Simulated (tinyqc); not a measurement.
Raman line shape of confined optical phonons and breathing modes of small crystals. Changing the confinement constant beta. Computed by tinyqc, a small Python program. Command: `OMP_NUM_THREADS=1 python tinyqc.py 3002669 3002670 out.jsonl confine sweep`. One thread of a shared host (Intel(R) Xeon(R) Processor @ 2.30GHz), about 0.04 s of CPU time with the checks.

Confinement in 1 direction(s) lets phonons with q away from zero scatter light. q is in units of 2 pi/a, from 0 to 1, and the branch is isotropic: omega(q)^2 = (omega_0^2 + omega_X^2)/2 + ((omega_0^2 - omega_X^2)/2) cos(pi q). The model and its constant beta are phenomenological; beta = 8 is the common choice.

Inputs (values chosen for the exercise, modelled on diamond):
```
quantity                                value      unit
bulk frequency omega_0                   1333      1/cm
frequency at the zone boundary omega_X   1230      1/cm
natural width Gamma_0                     2.2      1/cm
lattice constant a                      3.567  angstrom
size L                                     12        nm
```

Shape: film.

Method:
- Weight W(q) = q^0 exp(-(2 L q/a)^2/(2 beta)) dq, that is exp(-k^2 L^2/(2 beta pi^2)) for k = 2 pi q/a.
- Width q_c = a sqrt(2 beta)/(2 L), where the exponential falls to 1/e; curvature of the branch: omega(q) = omega_0 - c q^2, c = pi^2 (omega_0^2 - omega_X^2)/(8 omega_0); for small q_c the mean of q^2 is (number of confined directions) q_c^2/2, and the mean shift is -c times that.
- I(omega) = int W(q) / [(omega - omega(q))^2 + (Gamma_0/2)^2] dq / int W dq x (Gamma_0/2)^2, by 400 Gauss-Legendre points on 0 < q < min(1, 2.5 a sqrt(2 beta)/L).
- The peak is the maximum of I; the width is taken between the half-maximum points, and the asymmetry is the low-side half-width over the high-side one.

One run for each value:
```
confinement constant beta  peak shift (1/cm)  full width (1/cm)  asymmetry  q_c (2 pi/a)
1.0                                -0.052189             2.2151     1.0031      0.021019
1.5                                -0.075790             2.2321     1.0088      0.025743
2.0                                -0.097429             2.2535     1.0173      0.029725
3.0                                -0.135380             2.3042     1.0401      0.036406
4.0                                -0.167450             2.3602     1.0675      0.042037
6.0                                -0.218810             2.4750     1.1269      0.051485
8.0                                -0.258480             2.5864     1.1865      0.059450
12.0                               -0.316550             2.7911     1.2989      0.072811
```

What does the table show, and why?

Over the rows, peak shift (1/cm) falls from -0.0522 to -0.317 (exponent d ln y / d ln x 0.92 between the first rows and 0.50 between the last); full width (1/cm) rises from 2.22 to 2.79 (exponent d ln y / d ln x 0.019 between the first rows and 0.19 between the last); asymmetry rises from 1.00 to 1.30 (exponent d ln y / d ln x 0.014 between the first rows and 0.22 between the last). Only L^2/beta enters, so a size read from a line shape is uncertain by the square root of the uncertainty in beta.

Extremes, crossings and ranges named in words are read from the listed rows.
